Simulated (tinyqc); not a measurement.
# Thermionic-field emission through a Schottky barrier, WKB, step by step

tinyqc, about 0.04 s, one thread, Intel Xeon 2.30GHz (shared host): `OMP_NUM_THREADS=1 python tinyqc.py 2640079 2640080 out.jsonl` Printed values are rounded.

Metal on an n-type semiconductor with one parabolic valley; V > 0 is forward bias (metal positive). Energies E are counted from the conduction edge of the neutral semiconductor, whose Fermi level lies at -xi; that of the metal lies at -xi - V. The barrier is a parabola of height Vd = phi - xi - V (depletion approximation, no image force).

Parameters, values chosen for the exercise; band and dielectric values those of a made-up semiconductor:

| symbol | value | unit | meaning |
|---|---|---|---|
| T | 400 | K | temperature |
| me | 0.0533 | m0 | electron mass |
| eps_r | 15 |  | relative permittivity |
| phi | 0.76 | eV | barrier height seen from the metal |
| Nd | 1.8e19 | cm^-3 | donor density |
| V | 0.33 | V | bias |
| nE | 11 |  | points of the energy grid |
| Eb | 1.1 | eV | upper end of the energy grid |

Constants: q = 1.602176634e-19 C, kB = 1.380649e-23 J/K, hbar = 1.054571817e-34 J s, h = 6.62607015e-34 J s, m0 = 9.1093837015e-31 kg, Vt = kB T/q, eps0 = 8.8541878128e-14 F/cm where lengths are in cm. Results are converted to the units shown.

Range of the model: The depletion approximation, a parabolic band and the neglect of image-force lowering make these currents estimates at high doping.

## Fermi level, barrier and E00

Nc = 2 (2 pi me m0 kB T/h^2)^1.5 (times 1e-6 for cm^-3); Nd = Nc F12(-xi/Vt), F12(x) = (2/sqrt(pi)) int_0^infinity sqrt(u)/(1 + exp(u - x)) du; E00 = (hbar/2) sqrt(Nd/(me m0 eps0 eps_r)) in SI units (volts). W = sqrt(2 eps0 eps_r Vd/(q Nd)).

Nc = 4.75413e17 cm^-3
xi = -0.467788 eV
Vd = 0.897788 V
W = 9.09349 nm
E00 = 88.0956 meV
E00/Vt = 2.55577

By a common rule of thumb, E00/Vt below 0.5 marks thermionic emission, 0.5 to 5 thermionic-field emission and above 5 field emission. By that rule alone: thermionic-field emission; with a high barrier, tunnelling near its top can carry most of the current even below 0.5.

## Current density on a coarse grid

For E < Vd, ln T(E) = -(Vd/E00) [sqrt(1 - y) - y ln((1 + sqrt(1 - y))/sqrt(y))], y = E/Vd; T(E) = 1 above. J = A* T (q/kB) int_0^infinity T(E) N(E) dE, N = ln[(1 + exp((-xi - E)/Vt))/(1 + exp((-xi - V - E)/Vt))], A* = 4 pi q me m0 kB^2/h^3 (times 1e-4 for A/(cm^2 K^2)). Simpson's rule on nE equally spaced points from 0 to Eb.

| point | E (eV) | T(E) | N | T(E) N |
|---|---|---|---|---|
| 0 | 0.00000 | 3.75041e-5 | 9.55553 | 3.58372e-4 |
| 1 | 0.11000 | 6.05018e-4 | 9.20456 | 0.00556893 |
| 2 | 0.22000 | 0.00393759 | 7.10131 | 0.0279621 |
| 3 | 0.33000 | 0.0176322 | 4.01182 | 0.0707372 |
| 4 | 0.44000 | 0.0605193 | 1.17520 | 0.0711222 |
| 5 | 0.55000 | 0.166601 | 0.0880790 | 0.0146740 |
| 6 | 0.66000 | 0.374673 | 0.00377904 | 0.00141590 |
| 7 | 0.77000 | 0.686661 | 1.55679e-4 | 1.06899e-4 |
| 8 | 0.88000 | 0.981157 | 6.40211e-6 | 6.28147e-6 |
| 9 | 0.99000 | 1 | 2.63260e-7 | 2.63260e-7 |
| 10 | 1.10000 | 1 | 1.08255e-8 | 1.08255e-8 |

J = 6.16731e5 A/cm^2

The integrand peaks at E = 0.440 eV among these points, 0.49 of the barrier height. A converged quadrature gives 6.265e5 A/cm^2 (this grid is 1.6 % below that), of which 6.3e-4 % passes over the barrier.
